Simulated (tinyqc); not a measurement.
Surface potential of a MOS transistor: implicit equation and explicit approximations: one step of the calculation.

p-type body, charge-sheet picture, depletion and inversion only, full ionisation (an idealisation for deep acceptors), Boltzmann statistics (rough once Na exp(x - xn) passes about Nc/7). In units of Vt: xg = (Vg - Vfb)/Vt, x = psi/Vt, G = gamma/sqrt(Vt), xn = (2 phiF + Vc)/Vt. The implicit equation is (xg - x)^2 = G^2 [x - 1 + exp(x - xn)] for x above about 3. Cox = eps0 eox/tox.

Question. Potential, charges and gate control. psi = Vt x; N_dep = Cox Vt G sqrt(x - 1)/q; N_inv = (Cox Vt G/q) [sqrt(x - 1 + exp(x - xn)) - sqrt(x - 1)]; dpsi/dVg = 1/[1 + G^2 (1 + exp(x - xn))/(2 (xg - x))].

Parameters, values chosen for the exercise; band and dielectric values close to those of silicon:
- T = 300 K (temperature)
- eox = 3.9 (relative permittivity of the gate insulator (close to silicon dioxide))
- tox = 9.9 nm (insulator thickness)
- Vc = 1 V (channel-body voltage)

Constants: q = 1.602176634e-19 C, kB = 1.380649e-23 J/K, Vt = kB T/q, eps0 = 8.8541878128e-14 F/cm where lengths are in cm. Results are converted to the units shown.

converged x = 74.884346
G = 3.0079445
xn = 70.465111
xg = 112.56383

Give: psi; N_dep; N_inv; dpsi/dVg.

Answer.

psi = 1.936 V
N_dep = 1.455e12 cm^-2
N_inv = 6.655e11 cm^-2
dpsi/dVg = 0.09018

psi lies 4.4 Vt above 2 phiF + Vc.

Numbers from tinyqc (`OMP_NUM_THREADS=1 python tinyqc.py 2122179 2122180 out.jsonl`; about 0.01 s on one thread of a shared Intel Xeon 2.30GHz).
